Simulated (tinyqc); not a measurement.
Comparisons within one model: two-band massive Dirac model of the K valleys. A value that a table varies takes the place of the one given here.

Basis (conduction, valence): H = [[D/2, a t (tau kx - i ky)], [a t (tau kx + i ky), -D/2 + lam tau sz]], valley tau = +/-1, spin sz = +/-1. The gap of a spin and valley is G = D - lam tau sz. Berry curvature Omega = curl of i<u|grad u>; for the conduction band Omega_c = -tau 2 a^2 t^2 G/(G^2 + 4 a^2 t^2 k^2)^(3/2), and Omega_v = -Omega_c.

Constants: hbar^2/2m0 = 3.80998211 eV angstrom^2.

Parameters, chosen for this exercise (near those used for monolayer MoSe2; shifted at random, so the results belong to these values and not to a real crystal): a = 3.317 angstrom (lattice constant); D = 1.56 eV (gap parameter); t = 0.95 eV (effective hopping); lam = 0.085 eV (half the valence spin splitting).

## Away from the valley

Flavour tau = +1, sz = +1. Parabolic transition energy G + 2 a^2 t^2 k^2/G; degree of circular polarisation eta = 2 cos(theta)/(1 + cos^2(theta)). The last column is the Berry flux of the conduction band inside |k|, over 2 pi: -(1 - cos(theta))/2, cos(theta) = G/(transition energy).

Along |k|:

| \|k\| (1/angstrom) | transition (eV) | parabolic (eV) | Omega_c (angstrom^2) | eta | flux/2 pi |
|---|---|---|---|---|---|
| 0.000 | 1.4750 | 1.4750 | -9.128 | 1.0000 | 0.0000 |
| 0.025 | 1.4834 | 1.4834 | -8.974 | 1.0000 | -0.0028 |
| 0.050 | 1.5083 | 1.5087 | -8.537 | 0.9998 | -0.0110 |
| 0.075 | 1.5489 | 1.5507 | -7.883 | 0.9988 | -0.0239 |
| 0.100 | 1.6040 | 1.6096 | -7.098 | 0.9965 | -0.0402 |
| 0.150 | 1.7519 | 1.7779 | -5.448 | 0.9854 | -0.0790 |
| 0.200 | 1.9402 | 2.0136 | -4.011 | 0.9636 | -0.1199 |
| 0.300 | 2.3980 | 2.6868 | -2.124 | 0.8925 | -0.1925 |

The curvature halves at |k| = 0.179 1/angstrom, where 2 a t k = 0.766 G. At 0.3 the parabola is 289 meV too high, eta has fallen only to 0.893, and the flux has reached -0.192 of the -1/2 that a whole cone holds. The real bands leave this model beyond about 0.1 to 0.2 1/angstrom, where trigonal warping and other bands enter.

## Hole doping of the spin-split valence bands

The Fermi level lies E below the top of the valence band. kF for the upper and lower band of valley +1 from the two-band energy; each flavour holds kF^2/(4 pi) holes per area and both valleys count. Spin polarisation within one valley; Berry flux removed from valley +1, the sum of (1 - cos(theta_F))/2 with cos(theta_F) = G/sqrt(G^2 + 4 a^2 t^2 kF^2), in units of 2 pi.

Holes:

| E (meV) | kF upper (1/angstrom) | kF lower | p (1e12/cm^2) | spin polarisation in a valley | flux/2 pi |
|---|---|---|---|---|---|
| 21.2 | 0.0566 | 0.0000 | 5.10 | 1.000 | 0.0140 |
| 42.5 | 0.0806 | 0.0000 | 10.34 | 1.000 | 0.0272 |
| 85.0 | 0.1156 | 0.0000 | 21.25 | 1.000 | 0.0517 |
| 127.5 | 0.1434 | 0.0000 | 32.75 | 1.000 | 0.0737 |
| 161.5 | 0.1631 | 0.0000 | 42.36 | 1.000 | 0.0898 |
| 187.0 | 0.1769 | 0.0533 | 54.34 | 0.833 | 0.1113 |
| 255.0 | 0.2108 | 0.1217 | 94.28 | 0.500 | 0.1753 |
| 340.0 | 0.2493 | 0.1763 | 148.36 | 0.333 | 0.2434 |

Up to E = 2 lam = 170 meV, a density of 44.8e12/cm^2, only the upper band of this model is emptied and each valley is fully spin-polarised, oppositely in the two. Beyond it the polarisation falls, to 0.33 in the last row. The flux, times e^2/h, is in size the change of the Hall conductivity of one valley; the other valley cancels it in the charge current. Rows with kF above about 0.2 1/angstrom lie beyond the range of the model, and in real layers the valley at Gamma, close below in MoS2 and WS2, can take holes as well.

## What each parameter does

Flavour tau = sz = +1 at k = 0: gap G, mass c G/(a t)^2 with c = hbar^2/2m0, Omega_c, and the B - A splitting 2 lam. Each row changes one parameter from the base and keeps the others.

Results:

| case | G (eV) | mass (m0) | Omega_c (angstrom^2) | B - A (eV) |
|---|---|---|---|---|
| base | 1.4750 | 0.5659 | -9.128 | 0.1700 |
| a = 3.3833 angstrom | 1.4750 | 0.5440 | -9.497 | 0.1700 |
| D = 1.404 eV | 1.3190 | 0.5061 | -11.415 | 0.1700 |
| t = 0.855 eV | 1.4750 | 0.6987 | -7.394 | 0.1700 |
| lam = 0.1275 eV | 1.4325 | 0.5496 | -9.678 | 0.2550 |

The largest shifts from the base row, up to three for each result and ties (the steps differ in size, so this ranks the rows, not the parameters). G (eV): D -0.1560, lam -0.0425; unchanged at the printed digits by a and t. mass (m0): t +0.1328, D -0.0599, a -0.0220. Omega_c (angstrom^2): D -2.287, t +1.734, lam -0.550. B - A (eV): lam +0.0850; unchanged at the printed digits by a, D and t. The mass goes as G/(a t)^2 and the curvature as (a t)^2/G^2, so their product is -2c/G.

tinyqc: `OMP_NUM_THREADS=1 python tinyqc.py 1481492 1481493 out.jsonl`; about 0.01 s, one thread, shared Intel(R) Xeon(R) Processor @ 2.30GHz.
